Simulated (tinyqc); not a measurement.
Dispersion against the sound-wave line: Born-von Karman spring model of a cubic crystal with one atom per cell. Computed by tinyqc, a small Python program. Command: `OMP_NUM_THREADS=1 python tinyqc.py 3000861 3000862 out.jsonl springs walk`. One thread of a shared host (Intel(R) Xeon(R) Processor @ 2.30GHz), about 0.1 s of CPU time with the checks.

First neighbours lie at a (1,0,0) (6 of them), second at a (1,1,0) (12), with all permutations and signs; the volume per atom is Omega = a^3.

Inputs (values chosen for the exercise, for a model crystal):

| quantity | value | unit |
|---|---|---|
| atomic mass M | 149 | u |
| radial spring k1L | 1.18 | eV/angstrom^2 |
| transverse spring k1T | 0 | eV/angstrom^2 |
| radial spring k2L | 0.27 | eV/angstrom^2 |
| transverse spring k2T | 0 | eV/angstrom^2 |

Lattice: sc.

Constants: nu for 1 eV/(angstrom^2 u) = 15.6333042 THz.

Method:
- A neighbour at R with unit vector n couples by the matrix K(R) = kL n n^T + kT (1 - n n^T), and D(q) = (1/M) sum_R K(R) [1 - cos(q.R)].
- An eigenvalue lambda of D in eV/(angstrom^2 u) gives nu = 15.6333042 THz x sqrt(lambda).
- The last column divides the top branch by the straight line with its slope at G. End points in 2 pi/a: X = (0.5, 0, 0), M = (0.5, 0.5, 0).

Frequencies (THz) along two lines:

| line | fraction of the way | nu 1 | nu 2 | nu 3 | nu 3 / linear |
|---|---|---|---|---|---|
| G-X | 0.10 | 0.2082 | 0.2082 | 0.5255 | 0.99589 |
| G-X | 0.25 | 0.5093 | 0.5093 | 1.2856 | 0.97450 |
| G-X | 0.40 | 0.7823 | 0.7823 | 1.9746 | 0.93549 |
| G-X | 0.55 | 1.0121 | 1.0121 | 2.5544 | 0.88016 |
| G-X | 0.70 | 1.1859 | 1.1859 | 2.9932 | 0.81033 |
| G-X | 0.85 | 1.2942 | 1.2942 | 3.2665 | 0.72827 |
| G-X | 1.00 | 1.3310 | 1.3310 | 3.3593 | 0.63662 |
| G-M | 0.10 | 0.2945 | 0.4825 | 0.6340 | 0.99068 |
| G-M | 0.25 | 0.7203 | 1.1804 | 1.5096 | 0.94354 |
| G-M | 0.40 | 1.1064 | 1.8130 | 2.2112 | 0.86375 |
| G-M | 0.55 | 1.4313 | 2.3454 | 2.6887 | 0.76385 |
| G-M | 0.70 | 1.6771 | 2.7482 | 2.9516 | 0.65887 |
| G-M | 0.85 | 1.8303 | 2.9992 | 3.0594 | 0.56241 |
| G-M | 1.00 | 1.8823 | 3.0844 | 3.0844 | 0.48195 |

Along G-X the top branch ends at 64 % of its linear extrapolation, which is the 2/pi of a pure sine: planes normal to this line couple to their next planes alone. Along G-M the top branch ends at 48 % of its linear extrapolation. A Debye model keeps the straight line throughout.
